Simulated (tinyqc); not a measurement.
# Stability and critical current from long pulses

Problem. For long pulses a magnetic tunnel junction switches at I = Ic0 [1 - ln(tp/t0)/Delta]. Find Ic0 and Delta.

Parameters, values chosen for the exercise:
- t0 = 1 ns (attempt time)

switching current for pulses of 0.0001 and 0.01 s (uA): 61.602790  57.758233

Answer. I is linear in ln tp: it equals Ic0 at tp = t0, and the slope is -Ic0/Delta.

Ic0 = 71.2 uA
Delta = 85.3

tinyqc, about 0.01 s, one thread, Intel Xeon 2.30GHz (shared host): `OMP_NUM_THREADS=1 python tinyqc.py 2450041 2450042 out.jsonl`
